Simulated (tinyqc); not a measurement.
# Changing the log10 of the dissolved activity a

Model: potential-pH (Pourbaix) lines of a metal, its cation, its oxide and an oxyanion, with a complexing ligand. Computed by tinyqc, a small Python program. Command: `OMP_NUM_THREADS=1 python tinyqc.py 3002064 3002065 out.jsonl pourb sweep`. One thread of a shared host (Intel(R) Xeon(R) Processor @ 2.30GHz), about 0.01 s of CPU time with the checks.

Potentials are against the standard hydrogen electrode; solids and water have unit activity; dG_f of M, H+ and the electron is zero; F = e N_A and s = R T ln(10)/F. The cation carries z = 3.

Inputs (values chosen for the exercise, for a model metal):
```
quantity                value    unit
dG_f of the cation     -486.9  kJ/mol
dG_f of the oxide     -1605.4  kJ/mol
dG_f of the oxyanion  -844.47  kJ/mol
dG_f of water         -237.14  kJ/mol
temperature T          298.15       K
pH                        1.1       -
potential E               0.8       V
```

Species: M, M3+, M2O3, MO2(-).

Constants: R = 8.314462618 J/(mol K); e = 1.602176634e-19 C; N_A = 6.02214076e+23 1/mol.

Method:
- M3+ + 3e = M; (1/2) M2O3 + 3H+ + 3e = M + (3/2) H2O; MO2(-) + 4H+ + 3e = M + 2H2O. For each, E0 = -dG/(z F), and E = E0 + (s/z) log10 a - (s n_H/z) pH, with no activity term for the oxide.
- Two oxidised species coexist where their lines against the metal cross: pH1 (cation/oxide) = [E0(oxide) - E0(cation)]/s - (log10 a)/z; pH2 (oxide/oxyanion) = {[E0(oxyanion) - E0(oxide)]/s + (log10 a)/z}/(4/z - 1).
- The metal is stable below the lowest of the three lines; above it, the species of the lowest line is stable. Water lines at 1 bar: hydrogen E = -s pH, oxygen E = -dG_f(water)/(2F) - s pH.

One run for each value:
```
log10 of the dissolved activity a     pH1     pH2  width of the oxide field, pH2 - pH1  upper limit of immunity (V)
-8                                 4.9973   5.455                               0.4575                      -1.8399
-7                                 4.6640   6.455                               1.7908                      -1.8202
-6                                 4.3306   7.455                               3.1241                      -1.8004
-5                                 3.9973   8.455                               4.4575                      -1.7807
-4                                 3.6640   9.455                               5.7908                      -1.7610
-3                                 3.3306  10.455                               7.1241                      -1.7413
-2                                 2.9973  11.455                               8.4575                      -1.7216
-1                                 2.6640  12.455                               9.7908                      -1.7018
```

What does the table show?

Over the rows, pH1 falls from 5.00 to 2.66; pH2 rises from 5.45 to 12.5; width of the oxide field, pH2 - pH1 rises from 0.457 to 9.79.

Caution (all rows): other oxidation states, hydroxides and hydrides are left out, and the lines say nothing of rates.

Extremes, crossings and ranges named in words are read from the listed rows.
